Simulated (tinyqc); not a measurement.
X-ray photoelectron analysis of a thin oxide on a semiconductor: attenuation lengths, thickness, angle series and band offsets: one step, computed by the program tinyqc. Command: `OMP_NUM_THREADS=1 python tinyqc.py 3110165 3110166 out.jsonl xps walk`. One thread of a shared host (Intel(R) Xeon(R) Processor @ 2.30GHz), about 0.01 s of CPU time with the checks.

The same element is seen in the oxide and in the substrate, at nearly the same kinetic energy; films are flat and uniform, and the work function is ignored.

Task: Inelastic mean free paths. TPP-2M: lambda = E/(E_p^2 [b ln(c E) - C/E + D/E^2]) in angstrom, E_p = 28.8 sqrt(N_v rho/M), b = -0.10 + 0.944/sqrt(E_p^2 + E_g^2) + 0.069 rho^0.1, c = 0.191/sqrt(rho), U = N_v rho/M, C = 1.97 - 0.91 U, D = 53.4 - 20.8 U, with E = photon energy less binding energy in eV. Attenuation length L = factor x lambda.

Inputs (values chosen for the exercise, modelled on SiO2 on silicon):
```
quantity                                          value    unit
photon energy                                       650      eV
binding energy of the core level                   99.4      eV
oxide density                                      2.18  g/cm^3
oxide formula mass                                60.08   g/mol
valence electrons per oxide formula                  16       -
oxide gap                                          8.77      eV
substrate density                                  2.33  g/cm^3
substrate formula mass                            28.09   g/mol
valence electrons per substrate formula               4       -
substrate gap                                      1.12      eV
attenuation length over inelastic mean free path   0.87       -
```

Give: kinetic energy E; the table «Terms» with the columns E_p (eV), b, c, lambda (nm), for layer = oxide, substrate; L in the oxide; L in the substrate.

Result:

kinetic energy E = 550.6 eV

Terms:
```
layer      E_p (eV)        b       c  lambda (nm)
oxide         21.94  0.01454  0.1294        1.920
substrate     16.59  0.03187  0.1251        1.516
```

L in the oxide = 1.671 nm

L in the substrate = 1.319 nm
